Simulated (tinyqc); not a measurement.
From results back to parameters: static screening by free carriers. Three cases, with inputs chosen for the exercise.

Problem. At zero temperature the gas shows Friedel oscillations of period pi/kF and a Thomas-Fermi length 1/qTF; n and m are hidden.

kF = (3 pi^2 n/Mv)^(1/3), EF = c kF^2/m with c = hbar^2/2m0, n in 1/angstrom^3 (1e-24 per 1/cm^3), e2 = e^2/(4 pi eps0). Thomas-Fermi: qTF^2 = 6 pi e2 n/(eps EF). Debye: qD^2 = 4 pi e2 n/(eps kB T).

Constants: hbar^2/2m0 = 3.80998211 eV angstrom^2; e^2/(4 pi eps0) = 14.39964547 eV angstrom.

Case 1.

Values chosen (out of a larger set: near those of GaAs; not measured data): Mv = 1 (valleys); eps = 12.8 (background dielectric constant).

period = 431.879 angstrom
1/qTF = 104.321 angstrom

Case 2.

Values chosen (out of a larger set: near those of Ge; not measured data): Mv = 4 (valleys); eps = 15.7 (background dielectric constant).

period = 105.179 angstrom
1/qTF = 16.0014 angstrom

Case 3.

Values chosen (out of a larger set: near those of SiC; not measured data): Mv = 3 (valleys); eps = 9.88 (background dielectric constant).

period = 67.9803 angstrom
1/qTF = 8.62875 angstrom

Find: kF; n; m.

Solution. kF = pi/period and n = Mv kF^3/(3 pi^2); qTF^2 = 2 e2 Mv m kF/(pi eps c) then gives m.

Case 1.

kF = 0.007274 1/angstrom
n = 1.30e+16 1/cm^3
m = 0.067 m0

Case 2.

kF = 0.02987 1/angstrom
n = 3.60e+18 1/cm^3
m = 0.213 m0

Case 3.

kF = 0.04621 1/angstrom
n = 1.00e+19 1/cm^3
m = 0.398 m0

Computed by tinyqc, one run a case: `OMP_NUM_THREADS=1 python tinyqc.py N N+1 out.jsonl` with N = 1652044, 1652054, 1652067; one thread of a shared Intel(R) Xeon(R) Processor @ 2.30GHz, about 0.01 s a run at most.
